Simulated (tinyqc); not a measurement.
Harmonic transition-state theory with quantum, tunnelling and friction corrections. From quantum harmonic rate k_q back to barrier E_b. Computed by tinyqc, a small Python program. Command: `OMP_NUM_THREADS=1 python tinyqc.py 3003271 3003272 out.jsonl rates inv`. One thread of a shared host (Intel(R) Xeon(R) Processor @ 2.30GHz), about 0.02 s of CPU time with the checks.

One atom hops between equivalent sites; three modes at the minimum and two real modes at the saddle are treated as harmonic, the rest of the crystal as unchanged; melting is ignored, so hot rows may lie above the melting point.

Inputs (values chosen for the exercise, modelled on interstitial oxygen in silicon): temperature T = 932 K.

Lattice of sites: three-dimensional.

frequencies at the minimum (THz): 18.8  26.3  28.5

real frequencies at the saddle (THz): 27.2  32.8

Constants: h x 1 THz = 4.135667696 meV; k_B = 8.617333262e-05 eV/K.

Method:
- Vineyard: nu* = product of minimum frequencies / product of real saddle frequencies; k_cl = nu* exp(-E_b/(k_B T)).
- Quantum harmonic: k_q = (k_B T/h) [prod 2 sinh(x_i/2) (minimum) / prod 2 sinh(x_j/2) (saddle)] exp(-E_b/(k_B T)), x = h nu/(k_B T).
- Zero-point correction to the barrier = (h/2)(sum of saddle frequencies - sum of minimum frequencies).

Question. A run gave the result below. Find the barrier E_b, known to lie between 1.4 and 2.8 eV.

quantum harmonic rate k_q = 9.91414 1/s

Answer.

Each step takes the trial c = (a f_b - b f_a)/(f_b - f_a), f being the result less the target and a, b, c the logarithms of the listed values; c replaces end b, the old b replaces a if the sign of f changed, and otherwise f_a is halved.

Scan of the range:
```
barrier E_b (eV)  quantum harmonic rate k_q (1/s)
1.40                                  4.27043e+05
1.57                                  5.14279e+04
1.76                                  4.82810e+03
1.98                                  3.11982e+02
2.22                                  1.57156e+01
2.49                                  5.44892e-01
2.80                                  1.14813e-02
```

False position (Illinois rule, in the logarithm of the input) inside the bracket:
```
step    end a    end b    trial  quantum harmonic rate k_q (1/s)
1     2.22000  2.49000  2.31961                           4.5467
2     2.22000  2.31961  2.25445                          10.2340
3     2.31961  2.25445  2.25807                           9.7835
4     2.25445  2.25807  2.25702                           9.9121
5     2.25445  2.25702  2.25698                           9.9161
6     2.25702  2.25698  2.25700                           9.9141
7     2.25698  2.25700  2.25700                           9.9141
```

Quantum harmonic rate k_q falls at every point of a 13-point scan of the range (every second point is shown), so one value fits; it is bracketed by 2.22 and 2.49. Answer: barrier E_b = 2.257 eV.
